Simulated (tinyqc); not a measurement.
Inside a calculation. Method: Hubbard chain of 2 sites. One step of it, computed by the program tinyqc.

Question. Mean-field iteration 1. H(up) = T + U n(down), H(down) = T + U n(up); fill the lowest levels; n(new) = n + mixing (n(out) - n); E = tr T (rho up + rho down) + U sum n_up n_down of the output.

one-body matrix (hopping and site energies) (eV):
```
           1          2
1   0.000000  -1.420000
2  -1.420000   0.000000
```

U = 8.500000 eV

electrons, up and down: 1  1

mixing = 1

n(up) at the start (a guess, not normalised): 1 0.550000, 2 0.450000

n(down) at the start (a guess): 1 0.450000, 2 0.550000

Give: levels, up; levels, down; energy; n(up) after iteration 1; n(down) after iteration 1.

Answer.

levels, up (eV): 2.7678  5.7322

levels, down (eV): 2.7678  5.7322

energy = 1.1798 eV

n(up) after iteration 1: 1 0.6434, 2 0.3566

n(down) after iteration 1: 1 0.3566, 2 0.6434
